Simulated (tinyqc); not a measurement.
Low-temperature mobility of a two-dimensional electron gas with static screening. From roughness mobility back to roughness height Delta. Computed by tinyqc, a small Python program. Command: `OMP_NUM_THREADS=1 python tinyqc.py 3005548 3005549 out.jsonl twodeg inv`. One thread of a shared host (Intel(R) Xeon(R) Processor @ 2.30GHz), about 0.01 s of CPU time with the checks.

One subband is filled, the gas is degenerate and scatters at the Fermi circle; one permittivity serves on both sides of the interface. All formulas are in SI units, masses times m_0. Piezoelectric and polar phonons are left out, and n_s is taken as set by a gate, independent of N_i.

Inputs (values chosen for the exercise, modelled on an InAs channel):
```
quantity                                        value    unit
in-plane mass m                                0.0311     m_0
mass across the layer m_z                      0.0292     m_0
permittivity eps                                 15.1       -
valley degeneracy g_v                               1       -
sheet density n_s                             4.2e+11  1/cm^2
depletion charge N_d                          6.6e+10  1/cm^2
correlation length Lambda                          10      nm
remote charge density N_i                     2.3e+11  1/cm^2
distance d of the charges from the interface       14      nm
```

Wave function: ideal sheet. Roughness spectrum: Gaussian.

Constants: m_0 = 9.1093837015e-31 kg; e = 1.602176634e-19 C; eps_0 = 8.8541878128e-12 F/m; hbar = 1.054571817e-34 J s.

Method:
- k_F = sqrt(2 pi n_s/g_v); E_F = hbar^2 k_F^2/(2 m); q_TF = g_v m e^2/(2 pi eps eps_0 hbar^2); Fang-Howard parameter b = [12 m_z e^2 (N_d + 11 n_s/32)/(eps eps_0 hbar^2)]^(1/3), mean depth 3/b; effective field F = e (N_d + n_s/2)/(eps eps_0).
- Form factors of a sheet of zero thickness: G(q) = 1, P(q) = exp(-q d). Dielectric function eps(q) = 1 + q_TF G(q)/q, with q = 2 k_F sin(theta/2).
- Roughness: <|U|^2> = (e F)^2 S(q), S = pi Delta^2 Lambda^2 exp(-q^2 Lambda^2/4).
- 1/tau_t = (m/(pi hbar^3)) int_0^pi (1 - cos theta) <|U|^2>/eps(q)^2 dtheta; the quantum rate 1/tau_q drops the factor (1 - cos theta); 200 Gauss-Legendre points in s with theta = pi s^2, s from 0 to 1; mu = e tau_t/m.

Task: A run gave the result below. Find the roughness height Delta, known to lie between 0.51 and 1.2 nm.

roughness mobility = 575163.9 cm^2/(V s)

Result:

Each step takes the trial c = (a f_b - b f_a)/(f_b - f_a), f being the result less the target and a, b, c the logarithms of the listed values; c replaces end b, the old b replaces a if the sign of f changed, and otherwise f_a is halved.

Scan of the range:
```
roughness height Delta (nm)  roughness mobility (cm^2/(V s))
0.510                                            1.06874e+06
0.588                                            8.04001e+05
0.678                                            6.04716e+05
0.782                                            4.54567e+05
0.902                                            3.41663e+05
1.040                                            2.57007e+05
1.200                                            1.93041e+05
```

False position (Illinois rule, in the logarithm of the input) inside the bracket:
```
step     end a     end b     trial  roughness mobility (cm^2/(V s))
1     0.678000  0.782000  0.697313                           571683
2     0.678000  0.697313  0.693589                           577839
3     0.697313  0.693589  0.695205                           575156
4     0.693589  0.695205  0.695200                           575164
5     0.693589  0.695200  0.695200                           575164
6     0.695200  0.695200  0.695200                           575164
```

Roughness mobility falls at every point of a 13-point scan of the range (every second point is shown), so one value fits; it is bracketed by 0.678 and 0.782. The scan shows a pure power law with exponent -2.000, so scaling from any one row also gives the answer directly. Answer: roughness height Delta = 0.6952 nm.

Caution: E_F exceeds 1.1 (hbar^2 e^2 F^2/2 m_z)^(1/3), of the order of the first subband spacing (1.75 times that in a triangular well, less with self-consistent band bending), so a second subband may fill.
